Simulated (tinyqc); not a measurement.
# Double-gate transistor, scale length and short-channel effects: effect of the channel length

A body of thickness ts between two insulators of thickness ti and two tied gates. Below threshold the potential that source and drain add obeys Laplace's equation and vanishes on the gate. Its lowest mode decays along the channel as exp(-k y); k is the smallest positive root of the matching condition at the interface, and the scale length is Lambda = pi/k.

k is the smallest positive root of f(k) = ei cos(k ti) cos(k ts/2) - eps_r sin(k ti) sin(k ts/2). Along the channel psi(y) = s + a exp(y/l) + b exp(-y/l) with psi(0) = Vbi, psi(L) = Vbi + Vds and l = 1/k = Lambda/pi; with A = Vbi - s, B = A + Vds, x = exp(-L/l): a = (B - A x) x/(1 - x^2), b = (A - B x)/(1 - x^2). The minimum is s + 2 sqrt(a b), at y = (l/2) ln(b/a). The long-channel potential follows the gate as s = sT + (Vg - VTL)/m, and the threshold VT is the gate voltage at which the minimum equals sT. Swing = m Vt ln 10/g at threshold, g = d(minimum)/ds = 1 - (b x + a)/((1 + x) sqrt(a b)). DIBL = [VT(0.05 V) - VT(Vds)]/(Vds - 0.05 V). sT and Vbi are held fixed; m = 1.

Values chosen for this exercise; permittivities: semiconductor close to that of silicon, insulator close to that of hafnium oxide:
```
symbol,value,unit,meaning
T,325,K,temperature
eps_r,11.7,,relative permittivity of the semiconductor
ei,21.2,,relative permittivity of the insulator
ti,9.6,nm,insulator thickness
ts,10.3,nm,body thickness
Vbi,0.89,V,potential of the source
sT,0.68,V,potential of the barrier top at threshold
Vds,0.8,V,drain voltage
```

Constants: q = 1.602176634e-19 C, kB = 1.380649e-23 J/K, Vt = kB T/q. Results are converted to the units shown.

The same in every row: Lambda (nm) = 25.47.

Effect of the channel length:
```
L (nm)	L/Lambda	VT - VTL at Vds = 0.05 V (mV)	VT - VTL at Vds (mV)	DIBL (mV/V)	swing (mV/decade)
28	1.100	-123.1	-262.4	185.7	106.6
33	1.296	-80.85	-169.7	118.5	92.53
40	1.571	-47.36	-97.63	67.02	81.17
48	1.885	-26.93	-54.65	36.97	74.10
57	2.238	-14.76	-29.60	19.80	69.81
68	2.670	-7.265	-14.45	9.583	67.12
81	3.181	-3.204	-6.341	4.183	65.65
96	3.770	-1.260	-2.487	1.636	64.95
110	4.320	-0.5294	-1.044	0.6864	64.68
```

What does the comparison show?

From L = 28 to 110 nm, DIBL falls from 186 to 0.686 mV/V and the swing falls from 107 to 64.7 mV a decade (long-channel value 64.5). Between the last two rows the threshold shift at Vds decays with a length of 16.1 nm, against 2 Lambda/pi = 16.2 nm for a shift that goes as exp(-pi L/(2 Lambda)). DIBL first drops below 100 mV/V at L = 40 nm among the rows, L/Lambda = 1.6. For L = 28 to 33 nm L is under 1.5 Lambda, where higher modes, left out of the one-mode potential, count.

Numbers from tinyqc (`OMP_NUM_THREADS=1 python tinyqc.py 2420104 2420105 out.jsonl`; about 0.01 s on one thread of a shared Intel Xeon 2.30GHz).
